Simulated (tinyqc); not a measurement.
Hot electrons in a saturated n-channel MOSFET, lucky-electron model: course of the iteration: body bias from the substrate current.

Beyond pinch-off the lateral field grows as Esat cosh(y/l) over the velocity-saturated region (pseudo-two-dimensional model). Impact ionisation in this region gives the substrate current, which biases the body forward through Rsub. Currents are per width. Local-field laws: they overstate ionisation when the field peak is narrower than an energy relaxation length.

Cox = 3.9 eps0/tox. Overdrive g = Vg - VT + kb Vb; Vdsat = g Esat L/(g + Esat L); Id = Cox vs (g - Vdsat); dV = Vd - Id Rd - Vdsat; Em = sqrt((dV/l)^2 + Esat^2); Isub = Id (Ai/Bi) l Em exp(-Bi/Em). Vb(new) = Rsub Isub.

Stop when Vb changes by less than 1e-9 V, or after 60 iterations.

Parameters, values chosen for the exercise; values close to those of silicon n-channel devices:
- L = 0.18 um (channel length)
- tox = 3.3 nm (oxide thickness)
- VT = 0.56 V (threshold)
- vs = 7.9e6 cm/s (saturation velocity)
- Ai = 2e6 1/cm (ionisation prefactor)
- Bi = 1.81 MV/cm (ionisation field)
- Rd = 200 ohm um (resistance of the lightly doped drain)
- Rsub = 6400 ohm um (substrate resistance)
- kb = 0.25 (fall of VT per volt of forward body bias)
- Vd = 1.7 V (drain voltage)
- Vg = 1.2 V (gate voltage)

Constants: eps0 = 8.8541878128e-14 F/cm where lengths are in cm. Results are converted to the units shown.

Vb at the start = 0 V
l = 26.6983 nm
Esat = 0.0376190 MV/cm

Course of the iteration:
```
iteration	Vb (V)	|change| (V)
1	0.0624334	0.0624
2	0.0633995	9.66e-4
3	0.0634141	1.46e-5
4	0.0634144	2.21e-7
5	0.0634144	3.34e-9
6	0.0634144	5.06e-11
```

Did this iteration meet its convergence test, and what does its course show?

Yes. Converged in 6 iterations. At the end each change is about 0.015 times the one before: linear convergence.

Numbers from tinyqc (`OMP_NUM_THREADS=1 python tinyqc.py 2550025 2550026 out.jsonl`; about 0.01 s on one thread of a shared Intel Xeon 2.30GHz).
